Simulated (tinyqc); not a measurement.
Single-oscillator infrared dielectric function of a polar cubic crystal: one step, computed by the program tinyqc.

One ion pair, charges +Z* and -Z*, in a cell of volume Omega = a^3/4. Frequencies omega are given as wavenumbers (1/cm); eps_s is the static dielectric constant.

Question. Surface and particle modes. Without damping, eps(omega) = -x eps_m gives omega^2 = omega_TO^2 (eps_s + x eps_m)/(eps_inf + x eps_m): x = 1 for a flat surface at large wave vector, x = 2 for the dipole mode of a small sphere. The reflectivity R for light from vacuum (not from the medium eps_m) vanishes where eps = 1, omega^2 = omega_TO^2 (eps_s - 1)/(eps_inf - 1).

Inputs (values chosen for the exercise, modelled on aluminium arsenide): omega_TO = 360 1/cm; eps_inf = 8.44; eps_m of the surrounding medium = 2.25.

Structure: zinc blende. Free carriers: absent.

eps_s = 10.63382

Give: surface mode; sphere mode; zero of R.

Answer.

surface mode = 395.2 1/cm

sphere mode = 389.3 1/cm

zero of R = 409.7 1/cm
